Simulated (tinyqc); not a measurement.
Blur against noise: chemically amplified photoresist: aerial image, acid generation, bake, development and line width. Computed by tinyqc, a small Python program. Command: `OMP_NUM_THREADS=1 python tinyqc.py 3016555 3016556 out.jsonl resist walk`. One thread of a shared host (Intel(R) Xeon(R) Processor @ 2.30GHz), about 0.03 s of CPU time with the checks.

Lines and spaces of pitch p with a two-beam-like image; x = 0 is the middle of the bright space. The resist is positive and treated as uniform in depth.

Inputs (values chosen for the exercise, for a model resist at 13.5 nm): pitch p = 28 nm; image contrast c = 0.69; mean dose E = 15.9 mJ/cm^2; Dill parameter C = 0.016 cm^2/mJ; bake time t = 45 s; photon energy = 91.84 eV; absorption coefficient alpha = 6.3 1/um.

Method:
- Dose E(x) = E [1 + c cos(2 pi x/p)]; acid h = 1 - exp(-C E(x)).
- Bake: the acid image is blurred by a Gaussian of variance sigma^2 = 2 D t (each Fourier term k of h, taken on 64 points, is multiplied by exp(-4 pi^2 k^2 D t/p^2)).
- For each sigma the edge is held at x = p/4; N is taken at the mean dose; edge noise = (dh/d ln E)/(sqrt(N V) |dh/dx|), both derivatives taken of the blurred acid, V = (2 sqrt(pi) sigma)^3, N = E alpha/(photon energy), 1 mJ/cm^2 = 62.41509 eV/nm^2.

Trade-off:
```
sigma/p  sigma (nm)  blur factor  photons in V  edge noise (nm)
0.02           0.56      0.99214    5.3257e-01           8.9034
0.04           1.12      0.96891    4.2605e+00           3.2063
0.07           1.96      0.90781    2.2834e+01           1.4605
0.10           2.80      0.82087    6.6571e+01           0.9335
0.14           3.92      0.67917    1.8267e+02           0.6717
0.18           5.04      0.52753    3.8824e+02           0.5887
0.22           6.16      0.38467    7.0885e+02           0.5956
0.27           7.56      0.23717    1.3103e+03           0.7098
0.33           9.24      0.11653    2.3924e+03           1.0689
```

The noise is least near sigma/p = 0.18 among these rows. More diffusion averages over more photons (noise falls as sigma^(-3/2)) until it erases the image slope (factor exp(-2 pi^2 sigma^2/p^2)); for a pure cosine the two balance at sigma/p = sqrt(3/8)/pi = 0.195. Caution: for a film thinner than the blur the noise falls as 1/sigma only, and the optimum moves to sigma/p = 1/(2 pi) = 0.159. Caution: rows with under about ten photons in V are beyond a Gaussian noise estimate.

Extremes, crossings and ranges named in words are read from the listed rows.
